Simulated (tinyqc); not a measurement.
Against temperature: two-band model of a narrow-gap semiconductor with electrons and holes. Computed by tinyqc, a small Python program. Command: `OMP_NUM_THREADS=1 python tinyqc.py 3023207 3023208 out.jsonl bipolar walk`. One thread of a shared host (Intel(R) Xeon(R) Processor @ 2.30GHz), about 0.08 s of CPU time with the checks.

Two parabolic bands with acoustic scattering (r = -1/2, a = 0), a gap that does not change with T, and fully ionised dopants. Melting is ignored, so values above the melting point are formal, and kappa_L does not change with T. eta_n = (E_F - E_c)/(k_B T), eta_p = -eta_n - E_g/(k_B T).

Inputs (values chosen for the exercise, modelled on PbTe): electron mass m_n = 0.26 m_0; hole mass m_p = 0.3 m_0; electron mobility parameter mu_300,n = 1300 cm^2/(V s); hole mobility parameter mu_300,p = 770 cm^2/(V s); temperature exponent p = 1.5; band gap E_g = 0.32 eV; net doping N = 4.4e+17 1/cm^3; lattice thermal conductivity kappa_L = 1.1 W/(m K).

Doping: p-type.

Constants: k_B = 8.617333262e-05 eV/K; m_0 = 9.1093837015e-31 kg; k_B = 1.380649e-23 J/K; hbar = 1.054571817e-34 J s; e = 1.602176634e-19 C.

Method:
- With x = E/(k_B T), a = alpha k_B T (0 for a parabolic band), G = x (1 + a x), D = 1 + 2 a x and <y> = int y f (1 - f) dx, f = 1/(1 + exp(x - eta)): tau = tau_0 G^r/D; transport function s = G^(3/2 + r)/D^2; n = N_0 <G^(3/2)> with N_0 = (2 m k_B T)^(3/2)/(3 pi^2 hbar^3).
- Integrals over x = E/(k_B T) use 160 Gauss-Legendre points in u = sqrt(x) from 0 to sqrt(max(eta, 0) + 32).
- sigma = e mu_0 N_0 <s> with mu_0 = e tau_0/m = mu_300 (T/300 K)^(-p); |S| = (k_B/e)(<x s>/<s> - eta); Lorenz number L = (k_B/e)^2 (<x^2 s>/<s> - (<x s>/<s>)^2); kappa_e = L sigma T; zT = S^2 sigma T/(kappa_L + kappa_e).
- Neutrality: p - n = N, with n = N_0(m_n) <x^(3/2)> at eta_n and p = N_0(m_p) <x^(3/2)> at eta_p.
- Both bands together (these totals replace the one-band zT): sigma = sigma_n + sigma_p; S = (sigma_p |S_p| - sigma_n |S_n|)/sigma; kappa_bip = (sigma_n sigma_p/sigma)(|S_n| + |S_p|)^2 T; kappa_e = (L_n sigma_n + L_p sigma_p) T; zT = S^2 sigma T/(kappa_L + kappa_e + kappa_bip); weak-field R_H = (r_p sigma_p^2/p - r_n sigma_n^2/n)/(e sigma^2), where the Hall factors r_n and r_p are <x^(3/2)> <x^(1/2)>/<s>^2.

The same sample:
```
T (K)  n (1/cm^3)  p (1/cm^3)  sigma (S/cm)  S (microvolt/K)  kappa_bip (W/(m K))       zT  R_H (cm^3/C)
150    6.2097e+07  4.4000e+17        110.75           279.29           2.5611e-09  0.11513        16.435
200    7.4455e+10  4.4000e+17         72.96           315.20           1.6350e-06  0.12919        16.526
250    6.0795e+12  4.4001e+17         52.61           343.32           8.3242e-05  0.13843        16.574
300    1.2635e+14  4.4013e+17         40.24           365.79           1.1901e-03  0.14431        16.572
350    1.1821e+15  4.4118e+17         32.24           380.18           8.1633e-03  0.14497        16.303
400    6.5974e+15  4.4660e+17         27.32           373.76           3.4504e-02  0.13264        14.927
500    7.2054e+16  5.1205e+17         27.14           228.21           2.0618e-01  0.05328         5.519
600    2.9591e+17  7.3591e+17         40.24            53.59           4.5290e-01  0.00436        -0.559
750    9.9634e+17  1.4363e+18         72.36           -37.45           8.1683e-01  0.00381        -1.063
900    2.1329e+18  2.5729e+18        108.36           -57.95           1.1974e+00  0.01340        -0.671
1050   3.6951e+18  4.1351e+18        143.65           -62.58           1.5915e+00  0.02023        -0.431
1200   5.6632e+18  6.1032e+18        176.60           -62.94           1.9917e+00  0.02459        -0.295
```

What does the comparison show, and why?

Among the rows where S keeps the majority sign, zT is largest at 350 K and |S| at 350 K. Among these rows sigma is least at 500 K; at higher T thermal pairs outweigh the falling mobility. R_H changes sign between 500 and 600 K. S changes sign between 600 and 750 K. kappa_bip reaches 1.99 W/(m K) at the last row, 1.81 times kappa_L.

Extremes, crossings and ranges named in words are read from the listed rows.
